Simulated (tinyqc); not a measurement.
Vertical double-diffused power MOSFET, components of the on-resistance: two steps of the calculation.

Stripe cells of pitch Wp + a, two channels a cell. Current flows through the channels, spreads in the accumulation layer, passes the gap between the p bodies and spreads at 45 degrees into the drift layer below them. Low drain voltage, full ionisation.

Parameters, values chosen for the exercise; bulk values close to those of gallium nitride:
- T = 300 K (temperature)
- eps_r = 9.27 (relative permittivity)
- Kc = 26600 V/cm per (cm^-3)^(1/8) (critical-field constant)
- BV = 900 V (rated breakdown voltage of the drift layer)
- mud = 923 cm^2/(V s) (drift mobility at 300 K)
- bt = 2.2 (temperature exponent of the drift mobility)
- tox = 51 nm (gate oxide thickness (eps_r 3.9))
- Vov = 6 V (gate overdrive)
- mch = 21 cm^2/(V s) (channel mobility)
- mac = 67 cm^2/(V s) (accumulation-layer mobility)
- Lc = 1 um (channel length)
- Wp = 3 um (width of the p body in one cell, channels included)
- a = 2.6 um (gap between neighbouring p bodies)
- xp = 1.4 um (depth of the p body)
- Nj = 3 (doping of the gap over the drift doping)
- Vbi = 3.16 V (built-in voltage of the body junction)
- Rs = 0.34 mohm cm^2 (substrate and contact resistance)

Constants: q = 1.602176634e-19 C, eps0 = 8.8541878128e-14 F/cm where lengths are in cm. Results are converted to the units shown.

Question 1. Drift layer. Triangular field at breakdown with Ec = Kc N^(1/8): BV = eps0 eps_r Ec^2/(2 q N), so N = (eps0 eps_r Kc^2/(2 q BV))^(4/3); W = 2 BV/Ec; mu = mud (T/300 K)^(-bt); rho = 1/(q mu N); ideal resistance rho W.

Find: N; Ec; W; mu; rho; ideal resistance.

Answer 1.

N = 2.5430e16 cm^-3
Ec = 2.9892 MV/cm
W = 6.0218 um
mu = 923.00 cm^2/(V s)
rho = 0.26591 ohm cm
ideal resistance = 0.16013 mohm cm^2

Question 2. Components of the on-resistance. Pitch p = Wp + a, Cox = 3.9 eps0/tox; zero-bias depletion in the gap w0 = sqrt(2 eps0 eps_r Vbi/(q N Nj)), open gap g = a - 2 w0; R_ch = Lc p/(2 mch Cox Vov); R_acc = 0.6 a p/(4 mac Cox Vov), 0.6 being an empirical factor for current leaving the layer along its length; R_gap = (rho/Nj) xp p/g; spreading depth t = min(W, (p - g)/2); R_drift = (rho p/2) ln((g + 2 t)/g) + rho (W - t); R_on = the sum with Rs.

N = 2.5429927e16 cm^-3
W = 6.0217501 um
mu = 923 cm^2/(V s)
rho = 0.26591497 ohm cm

Find: w0; g; components; R_on; shares.

Answer 2.

w0 = 0.2060 um
g = 2.188 um
components (mohm cm^2): channel 3.282, accumulation 0.8024, gap 0.03176, drift 0.1847, substrate 0.3400
R_on = 4.641 mohm cm^2
shares (%): channel 70.72, accumulation 17.29, gap 0.68, drift 3.98, substrate 7.33

The channel term is the largest. R_on is 29.0 times the ideal drift resistance, and spreading raises the drift term to 1.15 times it.

Numbers from tinyqc (`OMP_NUM_THREADS=1 python tinyqc.py 2230005 2230006 out.jsonl`; about 0.01 s on one thread of a shared Intel Xeon 2.30GHz).
